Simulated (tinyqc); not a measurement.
Thermal and gravitational stress in a wafer during furnace and rapid thermal processing, and the onset of slip: one step, computed by the program tinyqc. Command: `OMP_NUM_THREADS=1 python tinyqc.py 3027195 3027196 out.jsonl slip walk`. One thread of a shared host (Intel(R) Xeon(R) Processor @ 2.30GHz), about 0.01 s of CPU time with the checks.

A thin free disc in plane stress, isotropic; T(r) = T_centre + dT (r/R)^n. Stress is positive in tension; sigma_SB = 5.670374419e-8 W/(m^2 K^4), g = 9.80665 m/s^2.

Task: Gravity. Own weight q = rho g t on a ring of radius b R, x = r/R: moments of an edge-supported plate, M_r = q R^2 (3 + nu)(1 - x^2)/16 and M_t = q R^2 [(3 + nu) - (1 + 3 nu) x^2]/16, less the uniform moment inside the ring load, q R^2 [(1 - nu)(1 - b^2) - 2 (1 + nu) ln b]/8; stress at the lower face = 6 M/t^2.

Inputs (values chosen for the exercise, modelled on silicon):
```
quantity,value,unit
wafer radius R,75,mm
thickness t,675,micrometre
Poisson ratio nu,0.27,-
density rho,2330,kg/m^3
radius of the support ring over R,0.53,-
```

Give: stress at the centre; radial stress at the ring; hoop stress at the ring.

Result:

stress at the centre = -0.071767 MPa

radial stress at the ring = -0.13735 MPa

hoop stress at the ring = -0.10807 MPa
